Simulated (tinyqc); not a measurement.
Single-junction solar cell, detailed-balance limit: effect of the concentration.

Every photon above the gap Eg makes one pair and none below is absorbed; carriers thermalise at T and move without loss. Jsc = q fs X Phi(Eg, Ts); the dark current is J0 = q ge Phi(Eg, T)/ERE with the Boltzmann factor exp(V/Vt). The efficiency is the electrical power over fs X sigma Ts^4.

Photon flux above E from a black body at temperature T into a hemisphere: Phi(E, T) = A sum_k exp(-k E/th)[E^2 th/k + 2 E th^2/k^2 + 2 th^3/k^3], k = 1, 2, ..., with th = kB T/q in eV and A = 2 pi q^3/(h^3 c^2). J(V) = Jsc - J0 (exp(V/Vt) - 1); Voc = Vt ln(1 + Jsc/J0); at maximum power v = Vmp/Vt solves (1 + v) exp(v) = 1 + Jsc/J0. Pin = fs X sigma Ts^4, sigma = 2 pi^5 kB^4/(15 h^3 c^2). FF = Vmp Jmp/(Voc Jsc).

Parameters, values chosen for the exercise:

| symbol | value | unit | meaning |
|---|---|---|---|
| T | 300 | K | cell temperature |
| Ts | 4500 | K | temperature of the black-body sun |
| fs | 2.16e-5 |  | share of the hemisphere filled by the sun |
| ERE | 0.001 |  | external radiative efficiency |
| ge | 2 |  | number of faces that emit |
| Eg | 2.12 | eV | band gap |

Constants: q = 1.602176634e-19 C, kB = 1.380649e-23 J/K, h = 6.62607015e-34 J s, c = 299792458 m/s, Vt = kB T/q. Results are converted to the units shown.

Result of one run:
```
X,Jsc (mA/cm^2),Voc (V),Eg/q - Voc (V),FF,efficiency (%)
1,3.6138,1.5832,0.53684,0.91760,10.453
```

What becomes of these results when the concentration X is changed from 1 to 100, all else the same?

Result of the changed run:
```
X,Jsc (mA/cm^2),Voc (V),Eg/q - Voc (V),FF,efficiency (%)
100,361.38,1.7022,0.41778,0.92220,11.295
```

The whole series:
```
X,Jsc (mA/cm^2),Voc (V),Eg/q - Voc (V),FF,efficiency (%)
1,3.6138,1.5832,0.53684,0.91760,10.453
3,10.841,1.6116,0.50843,0.91875,10.654
10,36.138,1.6427,0.47731,0.91997,10.874
30,108.41,1.6711,0.44891,0.92105,11.075
100,361.38,1.7022,0.41778,0.92220,11.295
300,1084.1,1.7306,0.38938,0.92322,11.496
1000,3613.8,1.7617,0.35826,0.92430,11.717
3000,10841,1.7901,0.32985,0.92526,11.918
```

As X goes from 1 to 3000, Jsc rises from 3.61 to 10800 mA/cm^2, Voc rises from 1.58 to 1.79 V and the efficiency rises from 10.5 to 11.9 %. Voc gains 59.5 mV a decade of concentration (Vt ln 10), while Jsc/Pin stays the same.

Program tinyqc, `OMP_NUM_THREADS=1 python tinyqc.py 2820019 2820020 out.jsonl`; Intel Xeon 2.30GHz, shared host, one thread, about 0.01 s.
